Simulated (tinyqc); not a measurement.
Changing the temperature T: oxide trap near a transistor channel: two-state multiphonon kinetics, telegraph noise and bias instability. Computed by tinyqc, a small Python program. Command: `OMP_NUM_THREADS=1 python tinyqc.py 3027412 3027413 out.jsonl oxidetrap sweep`. One thread of a shared host (Intel(R) Xeon(R) Processor @ 2.30GHz), about 0.01 s of CPU time with the checks.

An n-channel device under positive gate bias. The trap is empty (state 1) or holds an electron (state 2); both states are parabolas of equal curvature, and the electron reservoir is taken at the Fermi level of the channel.

Inputs (values chosen for the exercise, with an insulator like SiO2 on silicon):
```
quantity,value,unit
insulator constant eps_ox,4.03,-
insulator thickness t_ox,1.8,nm
trap depth x from the interface,0.35,nm
tunnel barrier phi_b,3.04,eV
tunnelling mass m_ox,0.46,m_0
trap level above E_F at zero field E_t,0.22,eV
relaxation energy E_R,1.8,eV
oxide field F,4.6,MV/cm
attempt rate k_0 at the interface,4e+11,1/s
channel width W,16,nm
channel length L,36,nm
frequency f,5000,Hz
```

Parts treated: one trap.

Constants: hbar^2/(2 m_0) = 3.80998212 eV angstrom^2; k_B = 8.617333262e-05 eV/K; e = 1.602176634e-19 C; eps_0 = 8.8541878128e-12 F/m.

Method:
- kappa = sqrt(2 m_ox phi_b)/hbar = sqrt(m_ox phi_b/(hbar^2/2m_0)); attenuation length lambda = 1/(2 kappa); factor exp(-x/lambda) for a rectangular barrier.
- E_21 = E_t - e F x is the energy of state 2 over state 1; barriers E_c = (E_R + E_21)^2/(4 E_R), E_e = E_c - E_21; tau_c = exp(E_c/k_B T)/(k_0 P), tau_e = exp(E_e/k_B T)/(k_0 P), P the tunnelling factor; occupation f_2 = tau_e/(tau_c + tau_e); 1/tau_0 = 1/tau_c + 1/tau_e.
- Charge-sheet step dV = e (t_ox - x)/(eps_ox eps_0 W L); Lorentzian spectrum S(f) = 4 dV^2 tau_0^2/((tau_c + tau_e)(1 + (2 pi f tau_0)^2)); corner 1/(2 pi tau_0); variance dV^2 f_2 (1 - f_2) = dV^2 tau_0/(tau_c + tau_e).

One run for each value:
```
temperature T (K),capture time tau_c (s),emission time tau_e (s),corner frequency (Hz),occupation f_2
200,2.162e+02,7.047e+00,2.332e-02,0.0316
240,2.084e+00,1.202e-01,1.400e+00,0.0545
280,7.569e-02,6.563e-03,2.635e+01,0.0798
360,9.103e-04,1.359e-04,1.346e+03,0.1299
400,1.937e-04,3.498e-05,5.371e+03,0.1529
440,5.463e-05,1.153e-05,1.672e+04,0.1742
480,1.902e-05,4.569e-06,4.320e+04,0.1937
```

Give the missing row, temperature T (K) = 320.

Computed row:
```
temperature T (K)  capture time tau_c (s)  emission time tau_e (s)  corner frequency (Hz)  occupation f_2
320                             6.297e-03                7.412e-04              2.400e+02          0.1053
```

Interpolating between the two neighbouring rows (linearly) misses most in capture time tau_c (s), by a factor of 6.1. Over the rows, capture time tau_c (s) falls from 216 to 1.90e-5 (exponent d ln y / d ln x -25 between the first rows and -12 between the last); emission time tau_e (s) falls from 7.05 to 4.57e-6 (exponent d ln y / d ln x -22 between the first rows and -11 between the last); corner frequency (Hz) rises from 0.0233 to 43200 (exponent d ln y / d ln x 22 between the first rows and 11 between the last). Arrhenius slopes give 0.480 eV for capture and 0.421 eV for emission; elastic tunnelling alone would leave only their difference E_21.
